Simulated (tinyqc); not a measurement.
Tight binding, dimerised chain, step by step. One step of it, computed by the program tinyqc.

Task: Levels at k. Diagonalise the Hermitian matrix.

H(k) at k (eV):
```
                     A                    B
A             0.000000  -1.646705+0.490816i
B  -1.646705-0.490816i             0.000000
```

Give: eigenvalues; weights |c|^2 of the basis functions.

Result:

eigenvalues (eV): -1.7183  1.7183

weights |c|^2 of the basis functions:
```
   band 1  band 2
A  0.5000  0.5000
B  0.5000  0.5000
```
